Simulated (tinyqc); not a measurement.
## Isotype n-N heterojunction, non-linear Poisson equation by Newton steps, Boltzmann statistics: starts and damping rules compared

One dimension, material 1 (n-type) at x < 0 and material 2 (n-type) at x > 0. Band edges: Ec = -psi in material 1 and -psi + dEc in material 2, Ev = Ec - Eg. Equilibrium, Fermi level at 0. n = Nc F((EFn - Ec)/Vt), p = Nv F((Ev - EFp)/Vt), with F(eta) = exp(eta) (Boltzmann statistics); full ionisation, no interface charge, classical densities; the doping types are chosen for the exercise.

a_i = eps0 eps_r/h_i for the interval from node i to i + 1, with h_i = x_(i+1) - x_i in cm.

n_i = Nc F(a_n), a_n = (V - Ec_i)/Vt; p_i = Nv F(a_p), a_p = (Ec_i - Eg)/Vt; rho_i = p_i - n_i + C_i with C = +N1 or +N2; g_i = (n_i + p_i)/Vt. Box widths w_i = (h_(i-1) + h_i)/2 in cm. Residual F_i = a_i (psi_(i+1) - psi_i) - a_(i-1) (psi_i - psi_(i-1)) + q rho_i w_i; Jacobian: a_(i-1) and a_i beside the diagonal, b_i = -a_(i-1) - a_i - q g_i w_i on it. The two end nodes are fixed.

Iterations until the largest undamped |d| is below 1e-9 V (the last, tiny step is counted), with a cap of 100; "overflow" would mean that an exponential left the range of double precision. Starts:
- neutral: psi_L on the nodes of material 1 and psi_R on those of material 2.
- smooth: psi_L + (psi_R - psi_L)(1 + tanh(x/s))/2 on the inner nodes with s = 29 nm, psi_L and psi_R on the ends.
- linear: A straight line in x from psi_L to psi_R.

Rules for the step d, which solves the tridiagonal system a_(i-1) d_(i-1) + b_i d_i + a_i d_(i+1) = -F_i:
- full Newton steps: the full step is added.
- logarithmic damping: each component d is damped to sign(d) Vt ln(1 + |d|/Vt) before it is added.
- steps capped at 4 Vt: if the largest |d| exceeds 4 Vt, the whole step is scaled down so that it equals 4 Vt.
- halved steps: half of the step is added while the largest |d| exceeds 1.5 Vt, the full step after that.

Values chosen for this exercise; band and dielectric values close to those of CdS and CdTe: temperature T = 400 K; band gap of material 1 Eg1 = 2.44 eV; relative permittivity of material 1 er1 = 8.87; conduction-band density of states of material 1 Nc1 = 3.45e18 cm^-3; valence-band density of states of material 1 Nv1 = 2.73e19 cm^-3; band gap of material 2 Eg2 = 1.52 eV; relative permittivity of material 2 er2 = 10.2; conduction-band density of states of material 2 Nc2 = 1.24e18 cm^-3; valence-band density of states of material 2 Nv2 = 2.73e19 cm^-3; conduction-band offset Ec2 - Ec1 dEc = 0.11 eV; donor density of material 1 N1 = 6.4e16 cm^-3; donor density of material 2 N2 = 5.8e16 cm^-3; bias of side 1 against side 2 V = 0 V.

Constants: q = 1.602176634e-19 C, kB = 1.380649e-23 J/K, Vt = kB T/q, eps0 = 8.8541878128e-14 F/cm where lengths are in cm. Results are converted to the units shown.

| node | x (nm) | material |
|---|---|---|
| 0 | -155 | 1 |
| 1 | -114 | 1 |
| 2 | -79.2 | 1 |
| 3 | -50.8 | 1 |
| 4 | -27.4 | 1 |
| 5 | -8 | 1 |
| 6 | 8 | 2 |
| 7 | 31.5 | 2 |
| 8 | 66.1 | 2 |
| 9 | 117 | 2 |
| 10 | 192 | 2 |

| interval | eps_r |
|---|---|
| 0 | 8.87 |
| 1 | 8.87 |
| 2 | 8.87 |
| 3 | 8.87 |
| 4 | 8.87 |
| 5 | 9.48862 |
| 6 | 10.2 |
| 7 | 10.2 |
| 8 | 10.2 |
| 9 | 10.2 |

psi_L = -0.137438 V
psi_R = 0.00444030 V

Iterations needed:

|  | full Newton steps | logarithmic damping | steps capped at 4 Vt | halved steps |
|---|---|---|---|---|
| neutral | 6 | 7 | 6 | 6 |
| smooth | 5 | 6 | 5 | 5 |
| linear | 7 | 7 | 7 | 7 |

What does the table show?

The fewest iterations, 5, are needed by full Newton steps from the smooth start and steps capped at 4 Vt from the smooth start and halved steps from the smooth start. Every pairing converges. Lowest count for the worst start: steps capped at 4 Vt, at most 7 iterations.

Program tinyqc, `OMP_NUM_THREADS=1 python tinyqc.py 2040094 2040095 out.jsonl`; Intel Xeon 2.30GHz, shared host, one thread, about 0.02 s.
